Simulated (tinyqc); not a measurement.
Box-like doped layer, carriers, mobility and sheet resistance: two steps of the calculation.

An n-type layer from the surface x = 0 to the junction xj, N(x) = N0 for x < xb and N0 10^(-(x - xb)/Lt) beyond. Local neutrality (no depletion at surface or junction, no spilling of carriers), intrinsic carriers neglected, full ionisation of active dopants.

Parameters, values chosen for the exercise; values close to those of phosphorus in silicon over a p-type background:
```
symbol    value        unit                                 meaning
T           300           K                             temperature
Nb       4.7e16       cm^-3  background doping of the opposite type
N0       8.4e19       cm^-3             peak chemical concentration
m1         71.2  cm^2/(V s)           mobility limit at high doping
m2         1440  cm^2/(V s)  mobility limit at low doping, at 300 K
Nr      9.54e16       cm^-3    reference doping of the mobility law
am        0.738                        exponent of the mobility law
bt          2.2                          temperature exponent of m2
Ns      4.07e20       cm^-3       solubility limit of active dopant
xb           14          nm                   depth of the flat top
Lt          1.7   nm/decade                  abruptness of the tail
```

Constants: q = 1.602176634e-19 C. Results are converted to the units shown.

Question 1. Junction depth and local values. xj = xb + Lt log10(N0/Nb); 11 equal steps from 0 to xj. Active dopant A = min(N, Ns); n = A - Nb; mobility mu = m1 + (m2 (T/300 K)^(-bt) - m1)/(1 + ((A + Nb)/Nr)^am).

Wanted: xj; x; N; A; n; mu.

Answer 1.

xj = 19.53 nm

| point | x (nm) | N (cm^-3) | A (cm^-3) | n (1e19 cm^-3) | mu (cm^2/(V s)) |
|---|---|---|---|---|---|
| 0 | 0.00 | 8.400e19 | 8.400e19 | 8.395 | 80.32 |
| 1 | 1.78 | 8.400e19 | 8.400e19 | 8.395 | 80.32 |
| 2 | 3.55 | 8.400e19 | 8.400e19 | 8.395 | 80.32 |
| 3 | 5.33 | 8.400e19 | 8.400e19 | 8.395 | 80.32 |
| 4 | 7.10 | 8.400e19 | 8.400e19 | 8.395 | 80.32 |
| 5 | 8.88 | 8.400e19 | 8.400e19 | 8.395 | 80.32 |
| 6 | 10.65 | 8.400e19 | 8.400e19 | 8.395 | 80.32 |
| 7 | 12.43 | 8.400e19 | 8.400e19 | 8.395 | 80.32 |
| 8 | 14.20 | 6.383e19 | 6.383e19 | 6.379 | 82.35 |
| 9 | 15.98 | 5.764e18 | 5.764e18 | 0.572 | 134.1 |
| 10 | 17.75 | 5.205e17 | 5.205e17 | 0.047 | 360.7 |
| 11 | 19.53 | 4.700e16 | 4.700e16 | 0.000 | 759.3 |

The mobility runs from 80.3 to 759 cm^2/(V s).

Question 2. Sheet quantities by the trapezoid rule. Dose = integral of N, carrier sheet density = integral of n, 1/Rs = q integral of n mu, mean mobility 1/(q Rs sheet density), Hall mobility (unit Hall factor) = integral of n mu^2 over integral of n mu, Hall sheet density = (integral of n mu)^2/integral of n mu^2; all from 0 to xj.

| point | x (nm) | N (cm^-3) | n (1e19 cm^-3) | mu (cm^2/(V s)) |
|---|---|---|---|---|
| 0 | 0.000000 | 8.4e19 | 8.3953000 | 80.321068 |
| 1 | 1.775337 | 8.4e19 | 8.3953000 | 80.321068 |
| 2 | 3.550674 | 8.4e19 | 8.3953000 | 80.321068 |
| 3 | 5.326011 | 8.4e19 | 8.3953000 | 80.321068 |
| 4 | 7.101349 | 8.4e19 | 8.3953000 | 80.321068 |
| 5 | 8.876686 | 8.4e19 | 8.3953000 | 80.321068 |
| 6 | 10.652023 | 8.4e19 | 8.3953000 | 80.321068 |
| 7 | 12.427360 | 8.4e19 | 8.3953000 | 80.321068 |
| 8 | 14.202697 | 6.3833070e19 | 6.3786070 | 82.351528 |
| 9 | 15.978034 | 5.7640770e18 | 0.5717077 | 134.11998 |
| 10 | 17.753371 | 5.2049171e17 | 0.0473492 | 360.68853 |
| 11 | 19.528708 | 4.7e16 | 0.0000000 | 759.33352 |

Wanted: dose; carrier sheet density; Rs; mean mobility; Hall mobility; Hall sheet density.

Answer 2.

dose = 1.243e14 cm^-2
carrier sheet density = 1.242e14 cm^-2
Rs = 619.3 ohm/square
mean mobility = 81.14 cm^2/(V s)
Hall mobility = 82.08 cm^2/(V s)
Hall sheet density = 1.228e14 cm^-2

Carriers make up 99.9 % of the dose. A Hall measurement weights the mobile tail, so its sheet density is 1.1 % below the true one.

Computed by the program tinyqc: `OMP_NUM_THREADS=1 python tinyqc.py 2110095 2110096 out.jsonl`, one thread of a shared Intel Xeon 2.30GHz, about 0.01 s for the whole run.
